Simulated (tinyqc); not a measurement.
Where the wafer is too thin: surface photovoltage measurement of the minority-carrier diffusion length in a wafer. Computed by tinyqc, a small Python program. Command: `OMP_NUM_THREADS=1 python tinyqc.py 3130333 3130334 out.jsonl spv walk`. One thread of a shared host (Intel(R) Xeon(R) Processor @ 2.30GHz), about 0.01 s of CPU time with the checks.

Low injection, steady light, a depletion layer much thinner than 1/alpha and L. The excess density dn is taken at the front edge of the neutral region; light that reaches the back is lost.

Inputs (values chosen for the exercise, modelled on p-type silicon at room temperature):
```
quantity                            value        unit
wafer thickness W                     775  micrometre
diffusivity D                        27.7      cm^2/s
front recombination velocity S_f     8300        cm/s
back recombination velocity S_b    190000        cm/s
photon flux entering              1.3e+13  1/(cm^2 s)
```

Method:
- alpha = (84.732/lambda - 76.417)^2 per cm with lambda in micrometre (an empirical fit for silicon between 0.7 and 1.05 micrometre).
- Thick wafer: dn = Phi L/((S_f + D/L)(L + 1/alpha)). Finite wafer, with s = S_b L/D, w = W/L, a = alpha L: dn = [Phi a/(a^2 - 1)] [a - B - exp(-alpha W)(a - s)/(cosh w + s sinh w)]/(S_f + B D/L), B = (sinh w + s cosh w)/(cosh w + s sinh w).
- Readings y = (Phi/dn) (1 + noise x g) at 780, 830, 880, 920, 950, 975 and 995 nm; a least-squares line y = c (1/alpha + L_app) gives L_app = intercept/slope.
- No noise; L is varied at fixed W, and the last two columns set S_b to 0 and to 1e7 cm/s.

Apparent length (micrometre):
```
L          W/L  given S_b     S_b = 0  S_b = 1e7
38.8    19.974      38.80  3.8800e+01      38.80
77.5    10.000      77.50  7.7500e+01      77.50
155.0    5.000     154.89  1.5510e+02     154.89
232.0    3.341     229.95  2.3397e+02     229.92
388.0    1.997     359.75  4.1745e+02     359.55
620.0    1.250     479.62  7.9448e+02     479.05
1010.0   0.767     565.59  1.7559e+03     564.62
1630.0   0.475     608.63  4.0637e+03     607.41
3100.0   0.250     630.80  1.1965e+04     629.44
```

What follows from these numbers?

With a fast back surface L_app levels off, at 629 micrometre in the last row; with a passive one it reaches up to 3.86 times L among these rows and is 12000 in the last. All three columns are within 5 % of L down to W/L = 3.3.

Extremes, crossings and ranges named in words are read from the listed rows.
